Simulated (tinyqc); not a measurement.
Worked calculation: WKB tunnelling through a gate dielectric with a two-band (Franz) dispersion. Values are carried at full precision from step to step, so a last printed digit may differ when a step is redone from the rounded ones.

Constants: hbar^2/2m0 = 3.80998211 eV angstrom^2.

Inputs chosen for the exercise (of the size used for HfO2 on silicon; shifted at random, so the results belong to these values and not to a real crystal): phi = 1.45 eV (barrier above the electron energy at the emitter); t = 24 angstrom (thickness); V = 1.2 V (voltage across the layer); Eg = 5.8 eV (gap of the dielectric); m = 0.18 m0 (mass at the conduction edge).

## Shape of the barrier

Field V/t (1 V/angstrom = 100 MV/cm), the end of the forbidden region x_e = min(t, phi t/V), and u there.

field = 5.00 MV/cm
x_e = 24.00 angstrom
u(x_e) = 0.250 eV

V < phi: a trapezoid, direct tunnelling through the whole layer.

## Decay constant through the layer

At depth x the conduction edge lies u(x) = phi - V x/t above the electron. Parabolic: kappa = sqrt(m u/c). Franz: kappa = sqrt(m u (1 - u/Eg)/c), which vanishes at both band edges. c = hbar^2/2m0. T = exp(-2 integral of kappa dx) over the region u > 0; no image force, no prefactor, zero transverse momentum. The region ends at x_e = min(t, phi t/V); x_e < t is the Fowler-Nordheim regime.

Nine points x = j x_e/8.

kappa (1/angstrom):
```
x (angstrom)  u (eV)  parabolic   Franz
0.000         1.4500     0.2617  0.2267
3.000         1.3000     0.2478  0.2183
6.000         1.1500     0.2331  0.2087
9.000         1.0000     0.2174  0.1977
12.000        0.8500     0.2004  0.1851
15.000        0.7000     0.1819  0.1705
18.000        0.5500     0.1612  0.1534
21.000        0.4000     0.1375  0.1326
24.000        0.2500     0.1087  0.1063
```

At the emitter the Franz value is 13.4 % below the parabolic one, the factor sqrt(1 - phi/Eg).

## The integrals by Simpson's rule

Weights 1, 4, 2, 4, 2, 4, 2, 4, 1 times a third of the spacing.

integral of kappa dx: parabolic 4.698, Franz 4.304

## The integrals in closed form

Parabolic: (2/3) sqrt(m/c) (t/V) (phi^(3/2) - u_e^(3/2)). Franz: sqrt(m/c) Eg^(3/2) (t/V) (f(phi/Eg) - f(u_e/Eg)) with f(y) = ((2y - 1) sqrt(y (1 - y)) + arcsin(sqrt y))/4. u_e = max(phi - V, 0). T = exp(-2 I).

integral of kappa dx: parabolic 4.6979, Franz 4.3043

T: parabolic 8.31e-05, Franz 0.000183

The two-band dispersion raises T by a factor 2.2.

## Checks

- Franz integral in closed form against adaptive quadrature: both 4.30428.

Computed by tinyqc, a small Python program: `OMP_NUM_THREADS=1 python tinyqc.py 1451977 1451978 out.jsonl` (the numbers bound the seed that draws the inputs); one thread of a shared host (Intel(R) Xeon(R) Processor @ 2.30GHz), about 0.01 s for the whole set of steps.
